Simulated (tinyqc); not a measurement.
Worked calculation: classical Heisenberg spin chain: exact results, Metropolis, heat-bath and over-relaxation steps, and a Monte Carlo run. Computed by tinyqc, a small Python program that keeps every step. Command: `OMP_NUM_THREADS=1 python tinyqc.py 3130554 3130555 out.jsonl heismc walk`. One thread of a shared host (Intel(R) Xeon(R) Processor @ 2.30GHz), about 0.1 s of CPU time with the checks. Intermediate numbers are printed to about 6 digits and carried at full precision; extremes and crossings named in words are read from the listed rows.

E = -J sum_i s_i . s_(i+1) for unit vectors s_i on an open chain; K = J/(k_B T).

Inputs (values chosen for the exercise, for a model chain of large moments):

| quantity | value | unit |
|---|---|---|
| coupling J | 21 | meV |
| temperature T | 198 | K |
| moment mu | 6.2 | mu_B |
| length N of the open chain | 12 | - |
| seed | 228283 | - |

Update: heat bath.

Constants: k_B = 8.617333262e-05 eV/K; mu_B = 5.7883818060e-05 eV/T.

## Exact results

Each bond angle is independent, so u = <s_i . s_(i+1)> = coth K - 1/K, <s_i . s_(i+n)> = u^n, correlation length xi = -1/ln|u|, energy per bond -J u, heat capacity per bond c/k_B = 1 - K^2/sinh^2 K, and for the long chain chi = mu^2 (1 + u)/(3 k_B T (1 - u)) per spin.

K = 1.23078

u = 0.374021

xi = 1.01684 sites

energy per bond = -7.85444 meV

heat capacity = 0.382236 k_B/bond

chi over the Curie value = 2.19500

chi = 0.0954146 mu_B/T per spin

## Finite chain

For N spins, <|sum s|^2>/N = (1 + u)/(1 - u) - 2 u (1 - u^N)/(N (1 - u)^2); the long chain has (1 + u)/(1 - u), chi over the Curie value, and the difference is relative to it.

<|sum s|^2>/N = 2.03591

difference from the long chain = -7.24751 %

## Four single-spin steps

four neighbouring spins (rows; components x, y, z):
```
         1        2        3
1   0.5702  -0.4517   0.6862
2   0.0955  -0.2254  -0.9696
3  -0.4254  -0.7082  -0.5635
4   0.3096  -0.6009  -0.7369
```

random numbers, one row a step:
```
        1       2       3
1  0.7168  0.2126  0.1909
2  0.3065  0.1056  0.2110
3  0.6305  0.8794  0.1673
4  0.1843  0.0820  0.8535
```

The given spins are first normalised. Spins 2 and 3 are updated in turn, with h = K (sum of the two neighbours). Heat bath: cos(theta) = 1 + ln(1 - r1 (1 - exp(-2 |h|)))/|h| about n = h/|h|, azimuth 2 pi r2 = phi in the frame a = n x z/|n x z|, b = n x a: s = n cos(theta) + sin(theta)(a cos(phi) + b sin(phi)); r1, r2 are the first two numbers of the row.

Steps:

| spin | \|h\| | h . s before | h . s after | move | x | y | z |
|---|---|---|---|---|---|---|---|
| 2 | 1.44654 | 0.19236 | 0.31617 | heat bath | -0.186252 | -0.342162 | -0.920997 |
| 3 | 2.35246 | 1.90723 | 1.99045 | heat bath | -0.398696 | -0.189606 | -0.897268 |
| 2 | 0.85734 | 0.47002 | 0.12961 | heat bath | -0.603257 | -0.523556 | 0.601639 |
| 3 | 1.44005 | 0.55590 | 1.24894 | heat bath | -0.629627 | -0.696632 | -0.343910 |

## A run and its error bars

From the ordered state (alternating for J < 0), with each spin drawn from exp(h . s), h = K x sum of neighbours, 200 sweeps are discarded and 1600 recorded (even and odd sites in turn; random numbers not printed, so these rows are one sample). Errors are the scatter of block means over sqrt(number of blocks).

Blocking:

| block length | mean bond product | error | <\|sum s\|^2>/N | error |
|---|---|---|---|---|
| 1 | 0.363483 | 0.00388484 | 1.96644 | 0.0350673 |
| 4 | 0.363483 | 0.00380287 | 1.96644 | 0.0384691 |
| 16 | 0.363483 | 0.00386632 | 1.96644 | 0.0417793 |
| 40 | 0.363483 | 0.00362110 | 1.96644 | 0.0392623 |
| 80 | 0.363483 | 0.00319739 | 1.96644 | 0.0414457 |

With blocks of 40 the bond product is 2.9 error bars from the exact u = 0.3740, and <|sum s|^2>/N is 1.8 from the exact 2.036. Blocking to 40 changes the two errors by factors 0.9 and 1.1.

Checks made by the program: c against a difference of the energy (relative difference 1e-09).
